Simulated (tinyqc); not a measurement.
# Haynes-Shockley experiment: what a collector records, against the distance from injector to collector

A sheet injected at x = 0, t = 0 gives at x = L the signal n(t) = N0 exp(-t/tau - (L - v t)^2/(4 D t))/sqrt(4 pi D t), D = mu Vt, v = mu F. Its peak lies at tp = [-D + sqrt(D^2 + u^2 L^2)]/u^2, u^2 = v^2 + 4 D/tau; dt is the full width at half height. Simple readings: mobility L/(F tp), diffusion coefficient (L dt/tp)^2/(16 ln 2 tp). Area v times the integral of n over N0: (v/u) exp(L (v - u)/(2 D)).

Parameters, values chosen for the exercise: temperature T = 300 K; minority-carrier mobility mu = 469 cm^2/(V s); sweep field along the drift F = 28 V/cm; lifetime tau = 1.7e-6 s.

Constants: q = 1.602176634e-19 C, kB = 1.380649e-23 J/K, Vt = kB T/q. Results are converted to the units shown.

Result of one run:
```
L/v (us),tp (us),dt (us),apparent mobility (cm^2/(V s)),apparent D (cm^2/s),area,exp(-L/(v tau))
0.1599,0.09962,0.2444,752.9,24.03,0.8462,0.9102
```

Which distance from injector to collector L gave this result: 21, 57, 94 or 150 um?

L = 21 um.

The whole series:
```
L (um),L/v (us),tp (us),dt (us),apparent mobility (cm^2/(V s)),apparent D (cm^2/s),area,exp(-L/(v tau))
21,0.1599,0.09962,0.2444,752.9,24.03,0.8462,0.9102
35,0.2665,0.1938,0.3482,644.9,18.39,0.7967,0.8549
57,0.4341,0.3462,0.4712,587.9,15.67,0.7246,0.7747
94,0.7158,0.6055,0.6281,554.5,14.16,0.6179,0.6563
150,1.142,0.9995,0.8108,536.0,13.36,0.4854,0.5107
250,1.904,1.704,1.062,523.9,12.85,0.3155,0.3263
410,3.122,2.832,1.372,517.0,12.56,0.1584,0.1594
680,5.178,4.737,1.777,512.7,12.39,0.04949,0.04755
```

True values: mu = 469 cm^2/(V s), D = 12.1 cm^2/s. The apparent mobility is 61 % above the true one in the first row and 9.3 % above it in the last, and the apparent D 98 % above and 2.2 % above D. The peak always comes before L/v, since spreading and decay both weigh down the later part of the signal; the shift is 38 % and 8.5 % in these rows.

tinyqc, about 0.01 s, one thread, Intel Xeon 2.30GHz (shared host): `OMP_NUM_THREADS=1 python tinyqc.py 2310046 2310047 out.jsonl`
